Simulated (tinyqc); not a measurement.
# Fermi velocity from one capacitance

Problem. At zero temperature and without traps graphene has Cq = 2 q^3 phi/(pi hbar^2 vF^2), charge Cq phi/2, 1/C_G = 1/Cox + 1/Cq and Vg = phi + Cq phi/(2 Cox). Find Cq, phi, vF and n.

Constants: q = 1.602176634e-19 C, hbar = 1.054571817e-34 J s. Results are converted to the units shown.

Vg = 0.77342631 V
C_G = 2.7270851 uF/cm^2
Cox = 3.8541759 uF/cm^2

Answer. The series relation gives Cq, the voltage relation phi = Vg/(1 + Cq/(2 Cox)), and the formula for Cq then vF.

Cq = 9.325 uF/cm^2
phi = 0.3500 V
vF = 9.400e5 m/s
n = 1.019e13 cm^-2

Numbers from tinyqc (`OMP_NUM_THREADS=1 python tinyqc.py 2200132 2200133 out.jsonl`; about 0.01 s on one thread of a shared Intel Xeon 2.30GHz).
